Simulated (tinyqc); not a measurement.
RKS/PBE0 in the 3-21g basis, for H3-, spin multiplicity 1, step by step. The basis has no diffuse functions, so it cannot describe the extra electron: this is an exercise in the method, not the real anion. One step of it, computed by the program tinyqc.

Problem. Iteration 2: DIIS coefficients. Solve [B -1; -1 0][c; lambda] = [0; -1] for the coefficients, which sum to one.

B (overlaps of the stored error matrices):
```
                1               2
1   8.6003307e-01  -2.4385172e-02
2  -2.4385172e-02   7.6102071e-02
```

Give: DIIS coefficients.

Solution.

DIIS coefficients: 0.1020  0.8980
